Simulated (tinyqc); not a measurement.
Inside a calculation: six-band Luttinger-Kohn model with strain. Values are carried at full precision from step to step, so a last printed digit may differ when a step is redone from the rounded ones.

Constants: hbar^2/2m0 = 3.80998211 eV angstrom^2.

Inputs chosen for the exercise (near those of Ge; the results hold for these values, not for the real material):
- C11 = 128.7 GPa
- C12 = 48.1 GPa
- C44 = 67.2 GPa
- load = uniaxial [111] (kind of stress)
- X = 1.99 GPa (stress)
- Dso = 0.29 eV (spin-orbit splitting)
- g1 = 13.35 (Luttinger gamma1)
- g2 = 4.25 (gamma2)
- g3 = 5.7 (gamma3)
- av = 1.25 eV (valence hydrostatic potential)
- b = -2.55 eV (tetragonal shear potential)
- d = -5.34 eV (trigonal shear potential)
- k = (0.012, 0.041, 0) 1/angstrom (wave vector)
- kmax = 0.05 1/angstrom (end of the path)

## Strain from a uniaxial [111] stress

s11 = (C11 + C12)/((C11 - C12)(C11 + 2 C12)), s12 = -C12/((C11 - C12)(C11 + 2 C12)), s44 = 1/C44; exx = s11 sxx + s12 (syy + szz) and cyclic, exy = s44 sxy/2; tension is positive. A uniaxial stress X along the unit vector n is s_ij = X n_i n_j.

s11, s12, s44 (1/TPa): [9.7534, -2.6535, 14.8810]

strain tensor, rows x, y, z and columns alike:
$$\begin{pmatrix}
0.002949 & 0.004936 & 0.004936 \\
0.004936 & 0.002949 & 0.004936 \\
0.004936 & 0.004936 & 0.002949
\end{pmatrix}$$

The volume changes by +0.885 %; there is shear in the cubic axes, so d enters.

## The terms P, Q, R, S at one k

P = c g1 k^2 - av tr(e); Q = c g2 (kx^2 + ky^2 - 2 kz^2) - (b/2)(exx + eyy - 2 ezz); R = c sqrt3 [-g2 (kx^2 - ky^2) + 2i g3 kx ky] + (sqrt3/2) b (exx - eyy) - i d exy; S = 2 c sqrt3 g3 (kx - i ky) kz - d (exz - i eyz); c = hbar^2/2m0, e the strain tensor (not engineering shear).

Form the four terms.

Terms (eV):
```
term            from k       from strain
P              0.09283          -0.01106
Q              0.02955           0.00000
R     0.04311+0.03701i          0.02636i
S              0.00000  0.02636-0.02636i
```

## The Hamiltonian

Six-band Luttinger-Kohn model in the basis |3/2,3/2>, |3/2,1/2>, |3/2,-1/2>, |3/2,-3/2>, |1/2,1/2>, |1/2,-1/2>, electron energies, zero at the top of the unstrained valence band. H = -[rows: (P+Q, -S, R, 0, -S/r2, r2 R); (-S*, P-Q, 0, R, -r2 Q, r32 S); (R*, 0, P-Q, S, r32 S*, r2 Q); (0, R*, S*, P+Q, -r2 R*, -S*/r2); (-S*/r2, -r2 Q, r32 S, -r2 R, P+Dso, 0); (r2 R*, r32 S*, r2 Q, -S/r2, 0, P+Dso)], r2 = sqrt(2), r32 = sqrt(3/2). Levels are twofold.

Each term is the sum of its two parts.

H(k) (eV), rows 3/2,3/2, 3/2,1/2, 3/2,-1/2, 3/2,-3/2, 1/2,1/2, 1/2,-1/2 and columns alike:
$$\begin{pmatrix}
-0.1113 & 0.0264-0.0264i & -0.0431-0.0634i & 0 & 0.0186-0.0186i & -0.0610-0.0896i \\
0.0264+0.0264i & -0.0522 & 0 & -0.0431-0.0634i & 0.0418 & -0.0323+0.0323i \\
-0.0431+0.0634i & 0 & -0.0522 & -0.0264+0.0264i & -0.0323-0.0323i & -0.0418 \\
0 & -0.0431+0.0634i & -0.0264-0.0264i & -0.1113 & 0.0610-0.0896i & 0.0186+0.0186i \\
0.0186+0.0186i & 0.0418 & -0.0323+0.0323i & 0.0610+0.0896i & -0.3718 & 0 \\
-0.0610+0.0896i & -0.0323-0.0323i & -0.0418 & 0.0186-0.0186i & 0 & -0.3718
\end{pmatrix}$$

## Levels and their make-up

Diagonalise H. The weights add +m and -m and are averaged over each pair; m is taken along z.

levels from the top, each twofold (eV): [0.0111, -0.1135, -0.4329]

weights, rows |3/2,+-3/2>, |3/2,+-1/2>, |1/2,+-1/2>; columns top, second, third:
$$\begin{pmatrix}
0.369 & 0.494 & 0.137 \\
0.622 & 0.327 & 0.051 \\
0.009 & 0.179 & 0.812
\end{pmatrix}$$

The top pair is 62 % |3/2,+-1/2>, the second pair is 49 % |3/2,+-3/2> and the third pair is 81 % |1/2,+-1/2>.

## Band edges at k = 0
Diagonalise H at k = 0. The weights add +m and -m (m along z) and are averaged over each pair.

edges from the top (eV): [0.0567, -0.0186, -0.2949]

weights at k = 0, rows |3/2,+-3/2>, |3/2,+-1/2>, |1/2,+-1/2>; columns top, second, third:
$$\begin{pmatrix}
0.500 & 0.471 & 0.029 \\
0.500 & 0.471 & 0.029 \\
0.000 & 0.058 & 0.942
\end{pmatrix}$$

The stress splits the top two pairs by 75.3 meV, 2.91 times kT at 300 K (25.85 meV); the third lies 351.7 meV below the top, against Dso = 290 meV without stress.

## Polarisation of the edge transitions

In the basis X, Y, Z times spin, H(k = 0) has -Dso/3 + l exx + m (eyy + ezz) on the diagonal (cyclic) and n exy off it, l = av + 2 b, m = av - b, n = sqrt(3) d. Spin-orbit term (Dso/3) L.sigma on X, Y, Z with (L_k)_ij = -i epsilon_kij: <X+|H|Y+> = -i Dso/3, <X+|H|Z-> = Dso/3, <Y+|H|Z-> = -i Dso/3, <Z+|H|X-> = -Dso/3, <Z+|H|Y-> = i Dso/3, <X-|H|Y-> = i Dso/3, and their conjugates; + and - are the spin along z. The strength of a transition to an s-like conduction level for light polarised along the unit vector u is the weight of the orbital ux X + uy Y + uz Z in the valence state, summed over spin and averaged over the pair.

strain block of X, Y, Z (eV), rows X, Y, Z and columns alike:
$$\begin{pmatrix}
0.01106 & -0.04565 & -0.04565 \\
-0.04565 & 0.01106 & -0.04565 \\
-0.04565 & -0.04565 & 0.01106
\end{pmatrix}$$

Relative strengths:
```
polarisation    top  second  third
[100]         0.333   0.333  0.333
[010]         0.333   0.333  0.333
[001]         0.333   0.333  0.333
[110]         0.167   0.380  0.453
[1-10]        0.500   0.286  0.214
[111]         0.000   0.427  0.573
```

The top pair is strongest for light along [1-10] (0.500) and weakest along [111] (0.000); without strain every direction has 1/3 on average over the fourfold top. For each polarisation the three pairs add up to 1.

## Hole masses at the edges

Curvature at k = 0: m/m0 = -2 c h^2/(E(h u) + E(-h u) - 2 E(0)) with h = 0.0002 1/angstrom along the unit vector u.

Hole masses (m0):
```
direction    top  second  third
[110]      0.131   0.067  0.057
[1-10]     0.052   0.085  0.108
[100]      0.075   0.075  0.075
[001]      0.075   0.075  0.075
```

Of the directions listed, the top pair is lightest along [1-10] (0.052) and heaviest along [110] (0.131). These masses hold only for hole energies well below the splitting of 75 meV.

## Bands along [100] and [001]

Six points from 0 to kmax in each direction.

Levels (eV):
```
direction  |k| (1/angstrom)      top   second    third  top, no stress  second, no stress
[100]                 0.000   0.0567  -0.0186  -0.2949          0.0000             0.0000
[100]                 0.010   0.0518  -0.0238  -0.3001         -0.0018            -0.0083
[100]                 0.020   0.0389  -0.0403  -0.3164         -0.0074            -0.0321
[100]                 0.030   0.0218  -0.0693  -0.3466         -0.0166            -0.0686
[100]                 0.040   0.0032  -0.1085  -0.3957         -0.0296            -0.1125
[100]                 0.050  -0.0170  -0.1519  -0.4694         -0.0462            -0.1576
[001]                 0.000   0.0567  -0.0186  -0.2949          0.0000             0.0000
[001]                 0.010   0.0518  -0.0238  -0.3001         -0.0018            -0.0083
[001]                 0.020   0.0389  -0.0403  -0.3164         -0.0074            -0.0321
[001]                 0.030   0.0218  -0.0693  -0.3466         -0.0166            -0.0686
[001]                 0.040   0.0032  -0.1085  -0.3957         -0.0296            -0.1125
[001]                 0.050  -0.0170  -0.1519  -0.4694         -0.0462            -0.1576
```

## Checks

- Levels against the same model in the basis X, Y, Z times spin: they agree to 1e-10 or better.

(tinyqc, `OMP_NUM_THREADS=1 python tinyqc.py 1081140 1081141 out.jsonl`, Intel(R) Xeon(R) Processor @ 2.30GHz, 1 thread, shared host, about 0.3 s.)
